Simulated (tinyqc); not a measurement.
Dopant redistribution at a moving silicon-oxide interface during parabolic oxidation. Changing the segregation coefficient m = C(silicon)/C(oxide). Computed by tinyqc, a small Python program. Command: `OMP_NUM_THREADS=1 python tinyqc.py 3021373 3021374 out.jsonl segox sweep`. One thread of a shared host (Intel(R) Xeon(R) Processor @ 2.30GHz), about 0.01 s of CPU time with the checks.

Uniformly doped silicon is oxidised with x_ox = sqrt(B t); the interface advances into the silicon by alpha x_ox, alpha = 0.44. The dopant does not move in the oxide, and at the interface C(silicon) = m C(oxide).

Inputs (values chosen for the exercise, modelled on arsenic in silicon under steam):
```
quantity                           value    unit
dopant prefactor D0                 9.09  cm^2/s
dopant activation energy E          3.98      eV
oxidation prefactor B0               380  um^2/h
oxidation activation energy E_B    0.784      eV
bulk doping C_B                  2.7e+17  1/cm^3
temperature T                       1125       C
time t                              0.52       h
```

Constants: k_B = 8.617333262e-05 eV/K.

Method:
- D = D0 exp(-E/(k_B T)), converted with 1 cm^2/s = 3.6e11 um^2/h; B = B0 exp(-E_B/(k_B T)); s = alpha sqrt(B/(4 D)), the interface advance over 2 sqrt(D t).
- Temperatures in kelvin are T(C) + 273.15.
- With the dopant diffusivity D and s = alpha x_ox/(2 sqrt(D t)), in the silicon C = C_B + (C_s - C_B) erfc(y/(2 sqrt(D t)))/erfc(s), y from the original surface. Dopant balance at the interface gives C_s/C_B = 1/[1 + (1/(m alpha) - 1) g], g = sqrt(pi) s exp(s^2) erfc(s).
- Consumed silicon held alpha x_ox C_B; the oxide holds x_ox times the dopant concentration in the oxide; the difference is the excess in the silicon; 1 um = 1e-4 cm.

One run for each value; columns: (1) segregation coefficient m = C(silicon)/C(oxide); (2) ratio C_s/C_B; (3) concentration in the oxide (1/cm^3); (4) excess in the silicon (1/cm^2):
```
(1)      (2)         (3)          (4)
0.05  0.0262  1.4166e+17  -1.2415e+12
0.12  0.0626  1.4081e+17  -1.1952e+12
0.27  0.1390  1.3901e+17  -1.0977e+12
0.63  0.3147  1.3489e+17  -8.7367e+11
1.5   0.6992  1.2586e+17  -3.8347e+11
3.4   1.3828  1.0981e+17   4.8809e+11
7.9   2.4678  8.4343e+16   1.8714e+12
18    3.6979  5.5468e+16   3.4396e+12
100   5.4356  1.4676e+16   5.6551e+12
```

Give the missing row, segregation coefficient m = C(silicon)/C(oxide) = 43.

Computed row; columns: (1) segregation coefficient m = C(silicon)/C(oxide); (2) ratio C_s/C_B; (3) concentration in the oxide (1/cm^3); (4) excess in the silicon (1/cm^2):
```
(1)     (2)         (3)         (4)
43   4.7817  3.0025e+16  4.8215e+12
```

Interpolating between the two neighbouring rows (the first column on a logarithmic scale, the others too where they are positive) misses most in excess in the silicon (1/cm^2), by 8.2 %. Over the rows, ratio C_s/C_B rises from 0.0262 to 5.44 (exponent d ln y / d ln x 0.99 between the first rows and 0.15 between the last); concentration in the oxide (1/cm^3) falls from 1.42e17 to 1.47e16 (exponent d ln y / d ln x -0.0069 between the first rows and -0.85 between the last); excess in the silicon (1/cm^2) rises from -1.24e12 to 5.66e12. At the low end the exponent of ratio C_s/C_B is 0.99, close to 1: here C_s/C_B is close to m alpha/g. The ratio passes 1 and the excess changes sign at m = 1/alpha = 2.27.

Caution (all rows): parabolic growth needs an oxide much thicker than the Deal-Grove length A, which fails for thin films and low temperatures; oxidation-enhanced or retarded diffusion is ignored.
